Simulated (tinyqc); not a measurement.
Inside a calculation: round or elliptic silicon nanowire with anisotropic valleys (Ritz method). Values are carried at full precision from step to step, so a last printed digit may differ when a step is redone from the rounded ones.

Wire along x = [100] on a (001) wafer, y = [010], z = [001]. Valley groups, two valleys each (w = inverse masses): A, axis along z: w_y = 1/mt, w_z = 1/ml, m_x = mt; B, axis along y: w_y = 1/ml, w_z = 1/mt, m_x = mt; C, axis along x: w_y = w_z = 1/mt, m_x = ml.

Constants: hbar^2/2m0 = 3.80998211 eV angstrom^2; kB = 8.617333262e-05 eV/K.

Parameters, chosen for this exercise (near those of a Si nanowire; the results hold for these values, not for the real material):
- ml = 0.913 m0 (longitudinal mass)
- mt = 0.187 m0 (transverse mass)
- a = 44 angstrom (semi-axis along y)
- b = 44 angstrom (semi-axis along z)
- group = C (valley group worked out)
- T = 300 K (temperature)

## Stretching the ellipse

Scaling y by 1/sqrt(w_y) and z by 1/sqrt(w_z) makes the mass 1 and the semi-axes A = a/sqrt(w_y), B = b/sqrt(w_z). List them with the one-function estimate 3c (1/A^2 + 1/B^2) and the slender limit c (pi/2s)^2 (1 + 2s/(pi l)), s and l the smaller and larger of A, B; c = hbar^2/2m0.

Groups:
```
group  g      A      B  axis ratio  one function (eV)  slender limit (eV)
A      2  19.03  42.04       2.210             0.0380              0.0334
B      2  42.04  19.03       2.210             0.0380              0.0334
C      2  19.03  19.03       1.000             0.0631              0.0425
```

The one-function value suits axis ratios near 1 and the slender limit ratios well above 2.

## Matrices of three even functions

Hard wall on the ellipse (y/a)^2 + (z/b)^2 = 1, c = hbar^2/2m0. With u = y/a, v = z/b the operator is -c [(w_y/a^2) d2/du2 + (w_z/b^2) d2/dv2] on the unit disc. Basis (1 - u^2 - v^2) u^i v^j; S, X and Y are the disc integrals of f f', (df/du)(df'/du) and (df/dv)(df'/dv), from the integral of u^p v^q = 2 Gamma((p+1)/2) Gamma((q+1)/2)/((p + q + 2) Gamma((p+q+2)/2)) for even p, q; H = c (w_y X/a^2 + w_z Y/b^2).

Basis 1, u^2, v^2 times (1 - u^2 - v^2); form S and H for the chosen group.

S, rows 1, u^2, v^2 and columns alike:
$$\begin{pmatrix}
1.047198 & 0.130900 & 0.130900 \\
0.130900 & 0.039270 & 0.013090 \\
0.130900 & 0.013090 & 0.039270
\end{pmatrix}$$

H (meV), rows 1, u^2, v^2 and columns alike:
$$\begin{pmatrix}
66.1235 & 11.0206 & 11.0206 \\
11.0206 & 9.6430 & 1.3776 \\
11.0206 & 1.3776 & 9.6430
\end{pmatrix}$$

## Lowest level in this basis

Solve H p = E S p for the wire level; give E, the ratios p2/p1 and p3/p1, and H11/S11.

E = 60.9 meV

ratios: [-0.39, -0.39]

one function = 63.1 meV

The two added functions lower the level by 2.3 meV (3.6 %); the two ratios are close, as the stretched shape is nearly a circle.

## Subbands

Converged values use 21 functions of each parity class (e or o in u, then in v).

The nine lowest levels of all groups and parity classes.

Subbands:
```
group, parity  g  m_x (m0)  E (eV)
A ee           2    0.1870  0.0360
B ee           2    0.1870  0.0360
A eo           2    0.1870  0.0605
B oe           2    0.1870  0.0605
C ee           2    0.9130  0.0609
A ee           2    0.1870  0.0937
B ee           2    0.1870  0.0937
A oe           2    0.1870  0.1213
B eo           2    0.1870  0.1213
```

At 300 K and without degeneracy the populations go as g sqrt(m_x) exp(-E/kB T): among these nine the lowest level, shared by A ee and B ee, holds 51 % and the light transport mass mt 78 % of the electrons.

## Checks

- Circle of radius a with both masses mt against c (2.404826/R)^2/m, eV: both 0.0609.

Computed by tinyqc, a small Python program: `OMP_NUM_THREADS=1 python tinyqc.py 1282522 1282523 out.jsonl` (the numbers bound the seed that draws the inputs); one thread of a shared host (Intel(R) Xeon(R) Processor @ 2.30GHz), about 0.05 s for the whole set of steps.
